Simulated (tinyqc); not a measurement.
Full result against the linear law: strain, valley repopulation and piezoresistance in a many-valley conduction band. Computed by tinyqc, a small Python program. Command: `OMP_NUM_THREADS=1 python tinyqc.py 3002190 3002191 out.jsonl valleys walk`. One thread of a shared host (Intel(R) Xeon(R) Processor @ 2.30GHz), about 0.02 s of CPU time with the checks.

Valleys are ellipsoids with mass m_l along the axis a and m_t across it, parabolic, with one constant relaxation time; strain shifts the valleys and leaves the masses alone. Currents are taken along [100], along the load, and along [010], across the load.

Inputs (values chosen for the exercise, modelled on silicon):

| quantity | value | unit |
|---|---|---|
| longitudinal mass m_l | 0.921 | m_0 |
| transverse mass m_t | 0.193 | m_0 |
| shear deformation potential Xi_u | 9.43 | eV |
| dilation deformation potential Xi_d | 1.1 | eV |
| C11 | 167 | GPa |
| C12 | 63.4 | GPa |
| C44 | 79.8 | GPa |
| electron density n | 5e+16 | 1/cm^3 |
| relaxation time tau | 73 | fs |
| temperature T | 250 | K |

Valley axes: <100> (6 valleys in 3 pairs). Load: uniaxial [100].

Constants: k_B = 8.617333262e-05 eV/K; m_0 = 9.1093837015e-31 kg; k_B = 1.380649e-23 J/K; hbar = 1.054571817e-34 J s; e = 1.602176634e-19 C.

Method:
- Each of the 6 valleys holds n_v = N_v (2/sqrt(pi)) F_1/2((E_F - dE_v)/(k_B T)), N_v = 2 (m_d k_B T/(2 pi hbar^2))^(3/2), m_d = (m_l m_t^2)^(1/3); E_F solves sum n_v = n and is counted from the unstrained edge.
- F_j(eta) = int_0^infinity x^j/(1 + exp(x - eta)) dx, without a gamma-function factor. It is evaluated after integrating by parts.
- Integrals over x = E/(k_B T) use 160 Gauss-Legendre points in u = sqrt(x) from 0 to sqrt(max(eta, 0) + 32).
- With eta_0 the reduced Fermi level without strain, r = F_-1/2(eta_0)/(2 F_1/2(eta_0)) (1 for a classical gas) and c = r (Xi_u/k_B T) (m_l - m_t)/(2 m_l + m_t): pi11 = -(2/3) c (S11 - S12), pi12 = -pi11/2, pi44 = 0, with S11 - S12 = 1/(C11 - C12).
- Compliances S11 = (C11 + C12)/((C11 - C12)(C11 + 2 C12)), S12 = -C12/((C11 - C12)(C11 + 2 C12)), S44 = 1/C44; stress sigma_ij = X n_i n_j for the unit vector n of the load; e_xx = S11 sigma_xx + S12 (sigma_yy + sigma_zz), e_xy = S44 sigma_xy/2 (tensor strain).
- Herring-Vogt shift of a valley with unit axis a: dE = Xi_d tr(e) + Xi_u a.e.a.
- Mobility tensor mu = e tau sum_v (n_v/n) [1/m_t + (1/m_l - 1/m_t) a a^T]; unstrained mu_0 = e tau (1/m_l + 2/m_t)/3; resistivity along d from the inverse tensor, rho_d = d.mu^-1.d/(n e), mobility along d = 1/(d.mu^-1.d); gauge pi_d = (rho_d/rho_0 - 1)/X.
- Linear theory: pi_l = pi11, pi_t = pi12.

pi11 = -100.682 1e-11/Pa

pi12 = 50.3411 1e-11/Pa

pi44 = 0 1e-11/Pa

Resistance changes (%); at 2000 MPa the strain is near or above 1 %, where band warping, left out here, matters:

| X (MPa) | splitting (meV) | largest share | first direction | linear | second direction | linear |
|---|---|---|---|---|---|---|
| -2000 | 182.05 | 0.99957 | 250.90 | 201.36 | -26.336 | -100.68 |
| -1000 | 91.02 | 0.97152 | 217.37 | 100.68 | -25.510 | -50.34 |
| -400 | 36.41 | 0.73016 | 74.18 | 40.27 | -17.556 | -20.14 |
| -150 | 13.65 | 0.48502 | 19.44 | 15.10 | -7.527 | -7.55 |
| -50 | 4.55 | 0.38176 | 5.48 | 5.03 | -2.533 | -2.52 |
| 50 | 4.55 | 0.35591 | -4.62 | -5.03 | 2.483 | 2.52 |
| 150 | 13.65 | 0.39513 | -11.71 | -15.10 | 7.103 | 7.55 |
| 400 | 36.41 | 0.45773 | -21.07 | -40.27 | 15.408 | 20.14 |
| 1000 | 91.02 | 0.49637 | -25.92 | -100.68 | 21.208 | 50.34 |
| 2000 | 182.05 | 0.49995 | -26.34 | -201.36 | 21.775 | 100.68 |

What follows from these numbers?

Along the first direction the linear law holds within 10 % for 2 of the 10 stresses, at -50.0, 50.0 MPa. At the largest compression the full change is +250.9 % against the linear +201.4 %, at the largest tension -26.3 % against -201.4 %: once the splitting is comparable with k_B T (or E_F) the populations no longer follow it linearly, and the change must saturate when the upper valleys are empty.

Extremes, crossings and ranges named in words are read from the listed rows.
